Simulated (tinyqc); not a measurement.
# Worked calculation: floating body of a partially depleted SOI transistor: body voltage and kink

Numbers from tinyqc (`OMP_NUM_THREADS=1 python tinyqc.py 2182210 2182211 out.jsonl`; about 0.2 s on one thread of a shared Intel Xeon 2.30GHz). Printed values are rounded.

Source at 0 V. Channel current Ic = 2 nf K Vt^2 [F(0) - F(Vd)](1 + la Vd), F(V) = ln^2(1 + exp((Vg - VT - nf V)/(2 nf Vt))), VT = VT0 - gb Vb. Saturation voltage Vs = 2 Vt sqrt(F(0)) + 3 Vt, excess Ve = (Vd - Vs + sqrt((Vd - Vs)^2 + 0.0004 V^2))/2, multiplication M1 = Ai Ve exp(-Bl/Ve). Each junction passes D(v) = J1 (exp(v/Vt) - 1) + J2 (exp(v/(2 Vt)) - 1). Bipolar current Ib = bb J1 (exp(Vb/Vt) - 1). The body settles where M1 (Ic + Ib) = D(Vb) + D(Vb - Vd) + Vb/Rb; drain current Id = (1 + M1)(Ic + Ib) - D(Vb - Vd).

Parameters, values chosen for the exercise; values of the order met in partially depleted silicon-on-insulator transistors:

| symbol | value | unit | meaning |
|---|---|---|---|
| T | 330 | K | temperature |
| VT0 | 0.37 | V | threshold at zero body voltage |
| gb | 0.24 |  | fall of the threshold per volt of body voltage |
| nf | 1.21 |  | slope factor |
| K | 260 | uA/(V^2 um) | gain factor per width |
| la | 0.02 | 1/V | channel-length modulation factor |
| Ai | 1.79 | 1/V | impact-ionisation prefactor |
| Bl | 7.3 | V | impact-ionisation voltage |
| J1 | 2.8e-11 | uA/um | diffusion saturation current of each junction |
| J2 | 1.9e-7 | uA/um | recombination saturation current of each junction |
| bb | 0 |  | gain of the lateral bipolar transistor on the diffusion current |
| Rb | 1e9 | kohm um | resistance of a weak body tie to the source (1e9 stands for no tie, and the term is then dropped) |
| Vg | 0.53 | V | gate voltage |
| Vd | 1.6 | V | drain voltage |

Constants: q = 1.602176634e-19 C, kB = 1.380649e-23 J/K, Vt = kB T/q. Results are converted to the units shown.

Range of the model: The multiplication law is an empirical form chosen for the exercise; self-heating and capacitive coupling to the body are left out, and the linear laws are rough once Vb passes about 0.7 V or M1 about 0.1.

## Starting value

Vb = 0.67 V.

Vb at the start = 0.67 V

## Iteration 1: new Vb

Current into the body I_in = M1 (Ic + Ib) - D(Vb - Vd), current out I_out = D(Vb) + Vb/Rb; f = ln(I_in/I_out), s = df/dVb by central differences over 1e-5 V, Vb(new) = Vb - f/s.

Ic = 11.45665 uA/um
Ve = 1.249109 V
M1 = 0.006476875
I_in = 0.07420346 uA/um
I_out = 0.5028327 uA/um
f = -1.913447
s = -33.89444 1/V
Vb after iteration 1 = 0.6135469 V

## Iteration 2: new Vb

As before.

Ic = 10.52079 uA/um
Ve = 1.260190 V
M1 = 0.006878894
I_in = 0.07237157 uA/um
I_out = 0.07485718 uA/um
f = -0.03376853
s = -32.52065 1/V
Vb after iteration 2 = 0.6125085 V

## Iteration 3: new Vb

As before.

Ic = 10.50397 uA/um
Ve = 1.260394 V
M1 = 0.006886446
I_in = 0.07233518 uA/um
I_out = 0.07233654 uA/um
f = -1.884171e-5
s = -32.48428 1/V
Vb after iteration 3 = 0.6125079 V

## Course of the iteration

Stop when the step is below 1e-10 V, or after 40 iterations.

Course of the iteration:
```
iteration  Vb before the step (V)   step (V)
1                            0.67    -0.0565
2                       0.6135469   -1.04e-3
3                       0.6125085   -5.80e-7
4                       0.6125079  -1.83e-13
```

Converged in 4 iterations.

## Drain current with floating and with grounded body

converged Vb = 0.6125079 V

Id and VT at the converged Vb, Id at Vb = 0, their ratio, and the bipolar share Ib/(Ic + Ib).

VT = 0.2229981 V
Id, floating = 10.57629 uA/um
Id, grounded = 3.108563 uA/um
ratio = 3.402308
bipolar share = 0.000000 %

The body rises to 0.613 V and lowers the threshold by 147 mV.
